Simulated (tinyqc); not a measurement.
Worked calculation: UHF in the sto-6g basis, for Li, spin multiplicity 2. This run ends on a higher stationary point, not on the lowest solution. Computed by tinyqc, a small Python program that keeps every step (integrals from PySCF). Settings: charge = 0, multiplicity = 2, basis = sto-6g, energy threshold = 1e-08, iteration cap = 88, orthogonalisation = symmetric, start = highest core orbitals, DIIS depth = 6, shift = 1.0, method = UHF. Command: `OMP_NUM_THREADS=1 python tinyqc.py 22214 22215 out.jsonl` (the two numbers bound the seeds that draw the settings). One thread of a shared host (Intel(R) Xeon(R) Processor @ 2.60GHz), about 0.2 s of CPU time with the checks.

Geometry (angstrom):
```
atom       x       y       z
Li    0.0000  0.0000  0.0000
```

Stop when the energy changes by less than 1e-08 hartree and every element of the error matrix X^T (F D S - S D F) X (for each spin) is below 3e-05.

Course of the cycle:
```
iteration  E (hartree)     change  largest element of the error matrix
1            -1.784956          -                               0.0000
2            -7.305521  -5.52e+00                             1.14e-01
3            -7.305521     0.0000                             1.14e-01
4            -7.305521     0.0000                             1.14e-01
5            -7.305521     0.0000                             1.14e-01
6            -7.305521     0.0000                             1.14e-01
7            -7.305521     0.0000                             1.14e-01
8            -7.315685  -1.02e-02                             4.43e-02
9            -7.317289  -1.60e-03                             1.29e-02
10           -7.317418  -1.30e-04                             3.81e-03
11           -7.317430  -1.13e-05                             1.13e-03
12           -7.317431  -9.83e-07                             3.42e-04
13           -7.317431  -8.82e-08                             1.08e-04
14           -7.317431  -8.90e-09                             3.17e-05
15           -7.317431  -7.59e-10                             9.29e-06
```

Can the last value be used, and what does the course show?

No, though the log alone does not show it. Converged in 15 iterations. But the solution lies 0.08250 hartree above the reference: it is another stationary point, not the lowest one. Reruns (cap 100 unless said): DIIS 8: converged in 12 to a higher stationary point; damping 0.5: converged in 30 to a higher stationary point; level shift 0.5: converged in 9 to a higher stationary point; atomic densities as start, DIIS 8: converged in 5. PySCF UHF in the same basis, after a stability check = -7.399931 hartree.
